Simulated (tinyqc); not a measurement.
What each parameter does: ellipsoidal valleys in the axes of a wafer and a channel.

Valleys with axes a along [111], [1-1-1], [-11-1] and [-1-11], one whole valley each; inverse mass tensor w = 1/mt + (1/ml - 1/mt) a a. Device axes: z = nz/|nz|, x = nx/|nx|, y = z cross x; in them a = (ax, ay, az). Confinement mass mz = 1/w_zz. In the plane w_ij is replaced by u_ij = w_ij - w_iz w_jz/w_zz (i, j = x, y); density-of-states mass md = 1/sqrt(det u); conductivity mass along x mc = 1/u_xx; ballistic transport mass mx = u_yy/det u, width mass my = 1/u_yy.

Hard walls: E_n = c (n pi/t)^2/mz, c = hbar^2/2m0, n = 1, 2, 3. Non-degenerate share of a valley proportional to md sum_n exp(-E_n/kT); mean 1/mc = sum of share/mc. 1 nm = 10 angstrom.

Constants: hbar^2/2m0 = 3.80998211 eV angstrom^2; kB = 8.617333262e-05 eV/K.

Values chosen for the exercise (near those of the L valleys of GaAs; the results hold for these values, not for the real material):

| symbol | value | unit | meaning |
|---|---|---|---|
| ml | 1.842 | m0 | longitudinal mass |
| mt | 0.078 | m0 | transverse mass |
| nz | (1, 1, 3) |  | surface normal (confinement) |
| nx | (1, -1, 0) |  | channel direction |
| t | 2.5 | nm | thickness of the film |
| T | 300 | K | temperature |

Lowest E1, its share and the mean conductivity mass.

One parameter was then changed.

Results before and after:

| case | lowest E1 (meV) | share | mean mc (m0) |
|---|---|---|---|
| base | 211.74 | 1.0000 | 0.0780 |
| changed | 174.99 | 1.0000 | 0.0780 |

Which of these changes was made? (a) T = 330 K; (b) mt = 0.07 m0; (c) t = 2.75 nm; (d) ml = 2.026 m0.
Answer: (c) t = 2.75 nm. Of the candidates, run in turn, only this one gives the changed row.

All candidates:

| case | lowest E1 (meV) | share | mean mc (m0) |
|---|---|---|---|
| base | 211.74 | 1.0000 | 0.0780 |
| ml = 2.026 m0 | 209.49 | 1.0000 | 0.0780 |
| mt = 0.07 m0 | 233.11 | 1.0000 | 0.0700 |
| t = 2.75 nm | 174.99 | 1.0000 | 0.0780 |
| T = 330 K | 211.74 | 1.0000 | 0.0780 |

tinyqc: `OMP_NUM_THREADS=1 python tinyqc.py 1881073 1881074 out.jsonl`; about 0.01 s, one thread, shared Intel(R) Xeon(R) Processor @ 2.30GHz.
